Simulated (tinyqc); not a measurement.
Inside a calculation. Model: finite-difference solution of the diffusion equation on a small grid. Computed by tinyqc, a small Python program that keeps every step. Command: `OMP_NUM_THREADS=1 python tinyqc.py 3021696 3021697 out.jsonl fdiff walk`. One thread of a shared host (Intel(R) Xeon(R) Processor @ 2.30GHz), about 0.01 s of CPU time with the checks. Intermediate numbers are printed to about 5 digits and carried at full precision; extremes and crossings named in words are read from the listed rows.

dC/dt = D d2C/dx2 on nodes x_j = j dx, j = 0..8; the far end is sealed.

Inputs (values chosen for the exercise):

| quantity | value | unit |
|---|---|---|
| diffusivity D | 0.14 | nm^2/s |
| grid spacing dx | 50 | nm |
| time step dt | 4900 | s |
| final time t_f | 147000 | s |

Boundary at x = 0: sealed surface. Scheme: explicit.

start values C_j, j = 0, 1, ... (% of a reference): 11.1  66.9  100  61.2  24.4  2.35  0  0  0

## Mesh ratio and operator

The operator M acts as (M C)_j = C_(j-1) - 2 C_j + C_(j+1); at the sealed far end a mirror node gives 2 C_(N-2) - 2 C_(N-1); at j = 0, a mirror node gives 2 C_1 - 2 C_0. r = D dt/dx^2.

mesh ratio r = 0.2744

operator M:
```
    0   1   2   3   4   5   6   7
0  -2   2   0   0   0   0   0   0
1   1  -2   1   0   0   0   0   0
2   0   1  -2   1   0   0   0   0
3   0   0   1  -2   1   0   0   0
4   0   0   0   1  -2   1   0   0
5   0   0   0   0   1  -2   1   0
6   0   0   0   0   0   1  -2   1
7   0   0   0   0   0   0   1  -2
8   0   0   0   0   0   0   0   2

    8
0   0
1   0
2   0
3   0
4   0
5   0
6   0
7   1
8  -2
```

## Amplification factors

The mode of M with eigenvalue mu has its amplitude multiplied per step by g = (1 + (1 - theta) r mu)/(1 - theta r mu), with theta = 0 explicit, 1 implicit, 1/2 Crank-Nicolson; the explicit scheme is stable for r up to 2/|mu_min|.

eigenvalues mu of M: -4.0000  -3.8478  -3.4142  -2.7654  -2.0000  -1.2346  -0.5858  -0.1522  0.0000

factors g: -0.0976  -0.0558  0.0631  0.2412  0.4512  0.6612  0.8393  0.9582  1.0000

largest stable r of the explicit scheme = 0.5

The smallest factor is -0.098: the shortest waves flip sign at each step while they decay.

## Time step 1

C at the start (%): 11.10  66.90  100.00  61.20  24.40  2.35  0.00  0.00  0.00

With r = D dt/dx^2: (1 - theta r M) C(new) = (1 + (1 - theta) r M) C(old); theta = 0 explicit, 1 implicit, 1/2 Crank-Nicolson.

C after step 1 (%): 41.72304  60.67112  80.27064  61.74880  28.44740  7.75568  0.64484  0.00000  0.00000

## Time step 2

The formulas are those given above.

C after step 2 (%): 52.122  60.850  69.810  57.693  31.907  11.482  2.419  0.177  0.000

## All steps

The run takes n = round(t_f/dt) steps of length t_f/n. The dose is the trapezoidal sum of C dx; the error is the largest difference from exp(M D t/dx^2) C(0), the exact time evolution on the same grid.

Course of the run:

| step | t (s) | C_1 | C_4 | dose (% nm) | largest error |
|---|---|---|---|---|---|
| 1 | 4.9000e+03 | 60.671 | 28.447 | 13020 | 8.0883 |
| 2 | 9.8000e+03 | 60.850 | 31.907 | 13020 | 6.4591 |
| 3 | 1.4700e+04 | 60.914 | 33.378 | 13020 | 4.7016 |
| 4 | 1.9600e+04 | 60.670 | 33.868 | 13020 | 3.3537 |
| 5 | 2.4500e+04 | 60.169 | 33.938 | 13020 | 2.3867 |
| 6 | 2.9400e+04 | 59.494 | 33.842 | 13020 | 1.6960 |
| 7 | 3.4300e+04 | 58.713 | 33.692 | 13020 | 1.1980 |
| ... | ... | ... | ... | ... | ... |
| 24 | 1.1760e+05 | 45.826 | 32.611 | 13020 | 0.3338 |
| 25 | 1.2250e+05 | 45.276 | 32.602 | 13020 | 0.3319 |
| 26 | 1.2740e+05 | 44.749 | 32.593 | 13020 | 0.3294 |
| 27 | 1.3230e+05 | 44.243 | 32.586 | 13020 | 0.3264 |
| 28 | 1.3720e+05 | 43.758 | 32.580 | 13020 | 0.3231 |
| 29 | 1.4210e+05 | 43.292 | 32.576 | 13020 | 0.3194 |
| 30 | 1.4700e+05 | 42.846 | 32.571 | 13020 | 0.3155 |

C at the end (%): 43.689  42.846  40.442  36.836  32.571  28.294  24.658  22.224  21.368

largest error at t_f = 0.31552 %

final dose = 13020 % nm

final C_4 = 32.571 %

The time-step error at the end is 0.32 on a scale of 43.7. Both ends are sealed, so the dose is conserved exactly, whatever the step.

## The three schemes as the step is halved

Each run reaches t_f in n equal steps; errors are the largest difference from exp(M D t_f/dx^2) C(0). A dash marks unstable explicit runs.

Largest error at t_f (%):

| steps n | r | explicit | implicit | Crank-Nicolson |
|---|---|---|---|---|
| 4 | 2.0580 | - | 2.0447 | 1.6129e+00 |
| 8 | 1.0290 | - | 1.0982 | 3.3544e-02 |
| 16 | 0.5145 | - | 0.5675 | 8.2804e-03 |
| 32 | 0.2572 | 0.29557 | 0.2880 | 2.0643e-03 |
| 64 | 0.1286 | 0.14690 | 0.1450 | 5.1570e-04 |
| 128 | 0.0643 | 0.07322 | 0.0728 | 1.2890e-04 |
| 256 | 0.0322 | 0.03655 | 0.0364 | 3.2224e-05 |

From the last two rows, halving the step divides the error by 2.00 (explicit), 2.00 (implicit), 4.00 (Crank-Nicolson): a factor 2 marks first order in dt and 4 second order. The explicit scheme needs n of at least 17 to be stable; the other two are stable at any step.

Checks made by the program: matrix exponential against 4096 Crank-Nicolson steps (relative difference 3e-09).
